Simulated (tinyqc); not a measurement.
What each parameter does: Kane-Mele model of a buckled honeycomb layer in a normal field.

Sublattices A and B lie at +/-b, so the field gives them the energies +/-D, D = e b Ez (in eV for b in angstrom and Ez in V/angstrom); 2 lam is the gap at zero field. Near the valleys tau = +/-1, for spin sz = +/-1: H = hbar v (tau qx sx + qy sy) + m sz_AB with m = D - tau sz lam, hbar v = (sqrt3/2) a t. On the lattice the spin-orbit term is the second-neighbour hopping i (lam/3 sqrt3) nu sz, nu = +/-1 by the sense of the turn. The filled band of one cone contributes tau sign(m)/2 to the Chern number, in the sense Omega = curl of i<u|grad u>. Rashba terms are left out.

Constants: hbar^2/2m0 = 3.80998211 eV angstrom^2.

Inputs chosen for the exercise (of the size used for germanene; the results hold for these values, not for the real material): a = 3.98 angstrom (lattice constant); t = 1.33 eV (hopping); lam = 0.055 eV (spin-orbit half gap); b = 0.33 angstrom (half the buckling height); Ez = 0.39 V/angstrom (normal field at the atoms, after screening; 0.01 is 1 MV/cm, and gates reach some 0.05).

Smaller and larger gap, hbar v, and the mass 2c|m|/(hbar v)^2 at the smaller gap, c = hbar^2/2m0.

Results for these values:
```
case,smaller gap (meV),larger gap (meV),hbar v (eV angstrom),mass (m0)
base,147.400,367.400,4.5842,0.02672
```

What happens to each result for a = 4.378 angstrom, all else kept?

Answer: smaller gap does not change at the printed digits; larger gap does not change at the printed digits; hbar v rises from 4.5842 to 5.0426; mass falls from 0.02672 to 0.02209.

The same for each parameter in turn:
```
case,smaller gap (meV),larger gap (meV),hbar v (eV angstrom),mass (m0)
base,147.400,367.400,4.5842,0.02672
a = 4.378 angstrom,147.400,367.400,5.0426,0.02209
t = 1.463 eV,147.400,367.400,5.0426,0.02209
lam = 0.0605 eV,136.400,378.400,4.5842,0.02473
Ez = 0.429 V/angstrom,173.140,393.140,4.5842,0.03139
```

Program tinyqc; command `OMP_NUM_THREADS=1 python tinyqc.py 1480123 1480124 out.jsonl`; about 0.02 s on one thread of a shared Intel(R) Xeon(R) Processor @ 2.30GHz.
